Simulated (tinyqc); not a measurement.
MOSFET in the linear regime without short-channel effects, parameter extraction from computed curves: two steps of the calculation.

Inversion charge Q = Cox n Vt W0(exp((Vg - VT)/(n Vt))), W0 the Lambert function and n = nf; u = Q/Cox; mobility mu = mu0/(1 + th1 u + th2 u^2); channel resistance Rch = (L - dL)/(W mu Q); Id = Vd/(Rch + Rsd/W). Cox = eps0 eox/tox. Small Vd, no channel-length or drain effects.

Values chosen for this exercise; channel values of the order met in silicon transistors:
```
symbol  value        unit                                                                 meaning
eox      7.63              relative permittivity of the gate insulator (close to silicon nitride)
tox        12          nm                                                     insulator thickness
mu0       120  cm^2/(V s)                                                      low-field mobility
th2      0.04       1/V^2                                      second mobility attenuation factor
VT       0.68           V                                                       threshold voltage
W           1          um                                                              gate width
L        0.14          um                                                       drawn gate length
dL      0.019          um                                             drawn less effective length
Vd       0.01           V                                                           drain voltage
```

Constants: eps0 = 8.8541878128e-14 F/cm where lengths are in cm. Results are converted to the units shown.

Question 1. Threshold and mobility at the peak transconductance. gm_i = (Id_(i+1) - Id_(i-1))/(Vg_(i+1) - Vg_(i-1)); at the point j of largest gm the tangent meets the axis at V_ext = Vg_j - Id_j/gm_j; field-effect mobility gm_j L/(W Cox Vd) with the drawn L.

```
point	Vg (V)	Id (uA)
0	0.38	6.2432725e-6
1	0.53	0.0010073697
2	0.68	0.093119039
3	0.83	0.61033525
4	0.98	1.2884051
5	1.13	1.9865435
6	1.28	2.6726332
7	1.43	3.3348974
8	1.58	3.9677312
```

Wanted: gm; j; V_ext; field-effect mobility.

Answer 1.

gm, point 1 to 7 (uS): 0.3104  2.031  3.984  4.587  4.614  4.495  4.317
j = 5
V_ext = 0.6995 V
field-effect mobility = 114.7 cm^2/(V s)

V_ext is 19 mV above the model VT, and the mobility so found is 17 % below mu0 L/(L - dL) = 139 cm^2/(V s), the value for the drawn L; attenuation, series resistance and the slow approach of Q to a straight line all lower the peak gm.

Question 2. The Y function. Y_i = Id_i/sqrt(gm_i). For Id = beta Vd x/(1 + th x), x = Vg - VT, Y = sqrt(beta Vd) x whatever th. Slope s from points 4 and 7; VT_Y = Vg - Y/s at point 7; beta = s^2/Vd; mobility beta L/(W Cox) with the drawn L; th* = (beta Vd x/Id - 1)/x at point 7.

```
point	Vg (V)	Id (uA)
0	0.38	6.2432725e-6
1	0.53	0.0010073697
2	0.68	0.093119039
3	0.83	0.61033525
4	0.98	1.2884051
5	1.13	1.9865435
6	1.28	2.6726332
7	1.43	3.3348974
8	1.58	3.9677312
```

gm, point 1 to 7 (uS): 0.31037599  2.0310929  3.9842868  4.5873607  4.6140937  4.4945131  4.3169934

Find: Y; s; VT_Y; beta; mobility from Y; th*.

Answer 2.

Y, point 1 to 7 (uA^0.5 V^0.5): 0.0018082  0.065339  0.30577  0.60155  0.92482  1.2607  1.6051
s = 2.2300 uA^0.5 V^-0.5
VT_Y = 0.71025 V
beta = 497.30 uA/V^2
mobility from Y = 123.67 cm^2/(V s)
th* = 0.10184 1/V

The mobility from Y is 11 % below mu0 L/(L - dL) = 139 cm^2/(V s), which it should reach in deep inversion when th2 = 0.

Computed by the program tinyqc: `OMP_NUM_THREADS=1 python tinyqc.py 2210132 2210133 out.jsonl`, one thread of a shared Intel Xeon 2.30GHz, about 0.01 s for the whole run.
